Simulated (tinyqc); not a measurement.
Inside a calculation. Model: ballistic Schottky-barrier transistor with a two-dimensional channel, WKB contacts.

Program tinyqc, `OMP_NUM_THREADS=1 python tinyqc.py 2390023 2390024 out.jsonl`; Intel Xeon 2.30GHz, shared host, one thread, about 0.3 s. Printed values are rounded.

Source Fermi level 0, drain Fermi level -Vd. Far from the contacts Ec = pn - psi, and the gate moves psi one to one; the band edges relax as exp(-x/lam) from pn at the source and pn - Vd at the drain; Ev = Ec - Eg. A carrier of energy w inside the channel band meets at a contact a barrier of height D (the contact edge beyond the channel edge): T = 1 for w >= D, else exp(-S), S = 4 lam sqrt(m/C) [sqrt(D - w) - sqrt(w) arctan sqrt((D - w)/w)], C = hbar^2/(2 m0). The two contacts combine as Ts Td/(Ts + Td - Ts Td).

Inputs (values chosen for the exercise); channel values close to those of a black phosphorus layer:

| symbol | value | unit | meaning |
|---|---|---|---|
| T | 300 | K | temperature |
| Eg | 0.853 | eV | band gap |
| pn | 0.38 | eV | barrier for electrons at both contacts |
| mn | 0.16 | m0 | electron mass |
| mp | 0.15 | m0 | hole mass |
| g | 1 |  | valleys or subbands |
| lam | 4.7 | nm | screening length at the contacts |
| Vd | 0.7 | V | drain bias |
| ps | 0.36 | V | band shift psi of the channel by the gate |
| w0 | 0.28 | eV | energy of one carrier inside the channel band |
| wm | 0.54 | eV | upper end of the grid |
| nE | 15 |  | points of the grid |

Constants: q = 1.602176634e-19 C, kB = 1.380649e-23 J/K, hbar = 1.054571817e-34 J s, h = 6.62607015e-34 J s, m0 = 9.1093837015e-31 kg, Vt = kB T/q, hbar^2/(2 m0) = 0.0380998212 eV nm^2. Results are converted to the units shown.

Range of the model: No scattering, image-force lowering, channel charge or band-to-band tunnelling; parabolic kappa overstates S deep in the gap.

## Band edges and barriers

Electrons: Ds = psi, Dd = psi - Vd, Es = Ec, Ed = Ec + Vd. Holes: Ds = -psi, Dd = Vd - psi, Es = -Ev, Ed = -Ev - Vd. The size of each current is taken; both flow from drain to source and add.

Ec = 0.02 eV
Ev = -0.833 eV
D for electrons (eV): source 0.3600000, drain -0.3400000
D for holes (eV): source -0.3600000, drain 0.3400000

A negative D is no barrier. Here the electrons carry the larger current.

## Transmission of one of the electrons

S and T at both contacts for w = w0, and the tunnelling distance lam ln(D/w) at the higher barrier.

S at the source = 0.8896480
S at the drain = 0
combined T = 0.4108003
tunnelling distance = 1.181178 nm

## Current of the electrons on a coarse grid

I/W = g (2 q^2/h) int T(w) [N(Es + w) - N(Ed + w)] dw with w the energy of motion along the channel, N(y) = (1/2 pi) sqrt(pi m kB T/C) Fm(-y/kB T), Fm(x) = (1/sqrt(pi)) int_0^infinity u^(-1/2)/(1 + exp(u - x)) du. Electrons: Ds = psi, Dd = psi - Vd, Es = Ec, Ed = Ec + Vd. Holes: Ds = -psi, Dd = Vd - psi, Es = -Ev, Ed = -Ev - Vd. The size of each current is taken; both flow from drain to source and add. Simpson's rule on nE equally spaced w from 0 to wm.

```
point	w (eV)	Ts	Td	T	size of the supply difference (1/um)
0	0.0000000	9.140412e-11	1	9.140412e-11	32.66798
1	0.0385714	3.801056e-6	1	3.801056e-6	8.991977
2	0.0771429	1.460616e-4	1	1.460616e-4	2.134134
3	0.1157143	0.001736909	1	0.001736909	0.4861081
4	0.1542857	0.01106517	1	0.01106517	0.1096496
5	0.1928571	0.04654470	1	0.04654470	0.02467837
6	0.2314286	0.1432780	1	0.1432780	0.005551473
7	0.2700000	0.3409427	1	0.3409427	0.001248679
8	0.3085714	0.6427720	1	0.6427720	2.808553e-4
9	0.3471429	0.9486039	1	0.9486039	6.317015e-5
10	0.3857143	1	1	1	1.420825e-5
11	0.4242857	1	1	1	3.195723e-6
12	0.4628571	1	1	1	7.187828e-7
13	0.5014286	1	1	1	1.616688e-7
14	0.5400000	1	1	1	3.636258e-8
```

current = 0.01503879 uA/um

A converged quadrature gives 0.01504 uA/um; this grid is within 0.01 % of that. 0.512 % of it passes over both barriers, the rest tunnels. The other carrier adds 3.24e-4 uA/um.
